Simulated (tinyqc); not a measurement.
Bandgap voltage reference from two bipolar transistors: one step of the calculation.

Two transistors of area 1 and N carry the same current I. Is(T) = Is (T/T0)^eta exp[(Vg0 q/kB)(1/T0 - 1/T)], VBE1 = Vt ln(I/Is(T)) + I rb, VBE2 = Vt ln(I/(N Is(T))) + I rb/N. The amplifier forces I R1(T) = VBE1 - VBE2 + Vos, with R(T) = R (1 + tc (T - T0)) for both resistors, and the output is Vref = VBE1 + I R2(T). Base currents and the Early effect are neglected.

Problem. Operating point at the reference temperature. Vt = kB T/q; I = (Vt ln N + Vos)/(R1(T) - rb (1 - 1/N)). Evaluate at T = T0.

Parameters, values chosen for the exercise; values of the order met in silicon bipolar transistors: reference temperature T0 = 300 K; band-gap voltage extrapolated to 0 K Vg0 = 1.169 V; temperature exponent of the saturation current eta = 3.2; saturation current of the unit transistor at T0 Is = 4.3e-17 A; area ratio of the second transistor N = 4; resistor across which the difference of VBE falls, at T0 R1 = 14 kohm; temperature coefficient of both resistors tc = 0 ppm/K; offset of the amplifier Vos = 0 mV; series resistance of the unit transistor rb = 110 ohm; output resistor at T0 R2 = 233.6 kohm.

Constants: q = 1.602176634e-19 C, kB = 1.380649e-23 J/K. Results are converted to the units shown.

Wanted: Vt; I; Is(T); VBE1; I R2; Vref.

Solution.

Vt = 0.02585 V
I = 2.575 uA
Is(T) = 4.300e-17 A
VBE1 = 0.6418 V
I R2 = 0.6015 V
Vref = 1.243 V

Computed by the program tinyqc: `OMP_NUM_THREADS=1 python tinyqc.py 2062084 2062085 out.jsonl`, one thread of a shared Intel Xeon 2.30GHz, about 0.01 s for the whole run.
